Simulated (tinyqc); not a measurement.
Surface Green function of a square-lattice strip three rows wide, Sancho-Rubio decimation: two steps of the calculation.

A semi-infinite lead of cells 0, 1, 2, ... with H0 inside a cell and H1 = <cell i|H|cell i + 1>. A cell is one column of three sites. z = E + i eta.

Inputs (values chosen for the exercise):
```
symbol  value  unit     meaning
E       -0.13    eV      energy
eta     0.001    eV  broadening
```

Question 1. Decimation. Start with e_s = e = H0, a = H1, b = H1^dagger. Each round: g = (z - e)^(-1); e_s <- e_s + a g b; e <- e + a g b + b g a; a <- a g a; b <- b g b (all with the old a, b). Round k joins cells 2^k apart.

H0 (eV):
```
       1      2      3
1  -0.47  -1.07      0
2  -1.07  -0.58  -1.07
3      0  -1.07   0.35
```

H1 (eV):
```
    1   2   3
1  -1   0   0
2   0  -1   0
3   0   0  -1
```

Wanted: g; e_s after round 1; e after round 1; a after round 1; b after round 1.

Answer 1.

g (1/eV):
```
              1            2             3
1  -15.66-0.45i   5.91+0.16i   13.17+0.38i
2    5.91+0.16i  -1.88-0.06i   -4.19-0.13i
3   13.17+0.38i  -4.19-0.13i  -11.41-0.32i
```

e_s after round 1 (eV):
```
              1            2             3
1  -16.13-0.45i   4.84+0.16i   13.17+0.38i
2    4.84+0.16i  -2.46-0.06i   -5.26-0.13i
3   13.17+0.38i  -5.26-0.13i  -11.06-0.32i
```

e after round 1 (eV):
```
              1            2             3
1  -31.78-0.91i  10.75+0.32i   26.34+0.76i
2   10.75+0.32i  -4.34-0.11i   -9.44-0.27i
3   26.34+0.76i  -9.44-0.27i  -22.47-0.64i
```

a after round 1 (eV):
```
              1            2             3
1  -15.66-0.45i   5.91+0.16i   13.17+0.38i
2    5.91+0.16i  -1.88-0.06i   -4.19-0.13i
3   13.17+0.38i  -4.19-0.13i  -11.41-0.32i
```

b after round 1 (eV):
```
              1            2             3
1  -15.66-0.45i   5.91+0.16i   13.17+0.38i
2    5.91+0.16i  -1.88-0.06i   -4.19-0.13i
3   13.17+0.38i  -4.19-0.13i  -11.41-0.32i
```

Question 2. Self-energy, Dyson check and densities of states. Sigma = H1 g_s H1^dagger is what the lead adds to one more cell, and (z - H0 - Sigma)^(-1) must give g_s back. Densities of states: -Im of the diagonals over pi.

H0 (eV):
```
       1      2      3
1  -0.47  -1.07      0
2  -1.07  -0.58  -1.07
3      0  -1.07   0.35
```

H1 (eV):
```
    1   2   3
1  -1   0   0
2   0  -1   0
3   0   0  -1
```

converged surface Green function g_s (1/eV):
```
                         1                       2                        3
1   0.16977968-0.79182532i  0.53449098+0.15434479i  -0.00006032+0.18241119i
2   0.53449098+0.15434479i  0.22466703-0.59354691i   0.53453720+0.01455304i
3  -0.00006032+0.18241119i  0.53453720+0.01455304i  -0.23987041-0.78860700i
```

converged bulk Green function (1/eV):
```
                        1                       2                       3
1  0.00059154-0.70594307i  0.00100067-0.18749874i  0.00029176-0.16664423i
2  0.00100067-0.18749874i  0.00098617-0.89186287i  0.00077708-0.05979007i
3  0.00029176-0.16664423i  0.00077708-0.05979007i  0.00001901-0.67325157i
```

Find: Sigma; (z - H0 - Sigma)^(-1); surface density of states; bulk density of states.

Answer 2.

Sigma (eV):
```
                   1                 2                  3
1   0.16978-0.79183i  0.53449+0.15434i  -0.00006+0.18241i
2   0.53449+0.15434i  0.22467-0.59355i   0.53454+0.01455i
3  -0.00006+0.18241i  0.53454+0.01455i  -0.23987-0.78861i
```

(z - H0 - Sigma)^(-1) (1/eV):
```
                   1                 2                  3
1   0.16978-0.79183i  0.53449+0.15434i  -0.00006+0.18241i
2   0.53449+0.15434i  0.22467-0.59355i   0.53454+0.01455i
3  -0.00006+0.18241i  0.53454+0.01455i  -0.23987-0.78861i
```

```
orbital  surface density of states (1/eV)  bulk density of states (1/eV)
1                                 0.25205                        0.22471
2                                 0.18893                        0.28389
3                                 0.25102                        0.21430
```

Numbers from tinyqc (`OMP_NUM_THREADS=1 python tinyqc.py 2680042 2680043 out.jsonl`; about 0.08 s on one thread of a shared Intel Xeon 2.30GHz).
